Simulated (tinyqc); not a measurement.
Ellipsoidal valleys in the axes of a wafer and a channel: one step. Masses of all valleys. Four cases, with inputs chosen for the exercise.

Problem. Give mz, md, mc, mx and my.

Valleys with axes a along [111], [1-1-1], [-11-1] and [-1-11], one whole valley each; inverse mass tensor w = 1/mt + (1/ml - 1/mt) a a. Device axes: z = nz/|nz|, x = nx/|nx|, y = z cross x; in them a = (ax, ay, az). Confinement mass mz = 1/w_zz. In the plane w_ij is replaced by u_ij = w_ij - w_iz w_jz/w_zz (i, j = x, y); density-of-states mass md = 1/sqrt(det u); conductivity mass along x mc = 1/u_xx; ballistic transport mass mx = u_yy/det u, width mass my = 1/u_yy.

Case 1.

Values chosen (near those of the L valleys of GaAs; the results hold for these values, not for the real material):
- ml = 1.883 m0 (longitudinal mass)
- mt = 0.074 m0 (transverse mass)
- nz = (1, 1, 2) (surface normal (confinement))
- nx = (1, 1, -1) (channel direction)

Case 2.

Values chosen (near those of the L valleys of GaAs; the results hold for these values, not for the real material):
- ml = 1.932 m0 (longitudinal mass)
- mt = 0.074 m0 (transverse mass)
- nz = (1, 1, 2) (surface normal (confinement))
- nx = (1, 1, -1) (channel direction)

Case 3.

Values chosen (near those of the L valleys of Ge; the results hold for these values, not for the real material):
- ml = 1.532 m0 (longitudinal mass)
- mt = 0.081 m0 (transverse mass)
- nz = (2, 1, 0) (surface normal (confinement))
- nx = (0, 0, 1) (channel direction)

Case 4.

Values chosen (near those of the L valleys of Ge; the results hold for these values, not for the real material):
- ml = 1.627 m0 (longitudinal mass)
- mt = 0.08 m0 (transverse mass)
- nz = (0, 0, 1) (surface normal (confinement))
- nx = (1, 1, 0) (channel direction)

Give: Masses (m0).

Solution.

Case 1.

Masses (m0):
```
valley       mz      md      mc      mx      my
[111]    0.5067  0.1427  0.2750  0.2750  0.0740
[1-1-1]  0.0941  0.3310  0.0856  0.2750  0.3985
[-11-1]  0.0941  0.3310  0.0856  0.2750  0.3985
[-1-11]  0.0740  0.3733  1.8830  1.8830  0.0740
```

mz md^2 = ml mt^2 = 0.01031 for every valley, so a heavy confinement mass comes with a small density of states. The heaviest mz is 0.507, for [111].

Case 2.

Masses (m0):
```
valley       mz      md      mc      mx      my
[111]    0.5098  0.1441  0.2804  0.2804  0.0740
[1-1-1]  0.0941  0.3353  0.0856  0.2804  0.4008
[-11-1]  0.0941  0.3353  0.0856  0.2804  0.4008
[-1-11]  0.0740  0.3781  1.9320  1.9320  0.0740
```

mz md^2 = ml mt^2 = 0.01058 for every valley, so a heavy confinement mass comes with a small density of states. The heaviest mz is 0.510, for [111].

Case 3.

Masses (m0):
```
valley       mz      md      mc      mx      my
[111]    0.1876  0.2315  0.3014  0.5647  0.0949
[1-1-1]  0.0865  0.3410  0.1222  0.5647  0.2059
[-11-1]  0.0865  0.3410  0.1222  0.5647  0.2059
[-1-11]  0.1876  0.2315  0.3014  0.5647  0.0949
```

mz md^2 = ml mt^2 = 0.01005 for every valley, so a heavy confinement mass comes with a small density of states. The heaviest mz is 0.188, for [111] and [-1-11].

Case 4.

Masses (m0):
```
valley       mz      md      mc      mx      my
[111]    0.1171  0.2982  1.1113  1.1113  0.0800
[1-1-1]  0.1171  0.2982  0.0800  0.0800  1.1113
[-11-1]  0.1171  0.2982  0.0800  0.0800  1.1113
[-1-11]  0.1171  0.2982  1.1113  1.1113  0.0800
```

mz md^2 = ml mt^2 = 0.01041 for every valley, so a heavy confinement mass comes with a small density of states. On this face all axes make the same angle with the normal.

Computed by tinyqc, one run a case: `OMP_NUM_THREADS=1 python tinyqc.py N N+1 out.jsonl` with N = 1850994, 1851054, 1880156, 1880165; one thread of a shared Intel(R) Xeon(R) Processor @ 2.30GHz, about 0.01 s a run at most.
